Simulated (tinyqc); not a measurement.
Born-Mayer model of an ionic crystal AB: one step, computed by the program tinyqc. Command: `OMP_NUM_THREADS=1 python tinyqc.py 3012999 3013000 out.jsonl bornmayer walk`. One thread of a shared host (Intel(R) Xeon(R) Processor @ 2.30GHz), about 0.01 s of CPU time with the checks.

Energies are per ion pair and r is the nearest distance of unlike ions.

Problem. Terms of the lattice energy. Madelung constant M, unlike neighbours z1, like neighbours z2 at f r, volume per pair: rock salt 1.747565, 6, 12, sqrt2, 2 r^3; caesium chloride 1.762675, 8, 6, 2/sqrt3, 8 r^3/(3 sqrt3); zinc blende 1.638055, 4, 12, sqrt(8/3), 16 r^3/(3 sqrt3). U(r) = -M z^2 e^2/(4 pi eps_0 r) + z1 lambda exp(-r/rho).

Inputs (values chosen for the exercise, for a model salt): ionic charge z = 1; unlike repulsion lambda = 855 eV; range rho = 0.348 angstrom.

Structure: zinc blende. Short range: nearest neighbours only.

equilibrium distance r0 = 2.821045 angstrom

Constants: e^2/(4 pi eps_0) = 14.39964548 eV angstrom.

Give: terms; lattice energy U.

Solution.

terms (eV): Coulomb -8.361, unlike repulsion 1.031

lattice energy U = -7.330 eV per pair

The short-range terms together cancel 12.3 % of the Coulomb energy, which is rho/r0 = 0.1234: U = -(M z^2 e^2/(4 pi eps_0 r0))(1 - rho/r0).
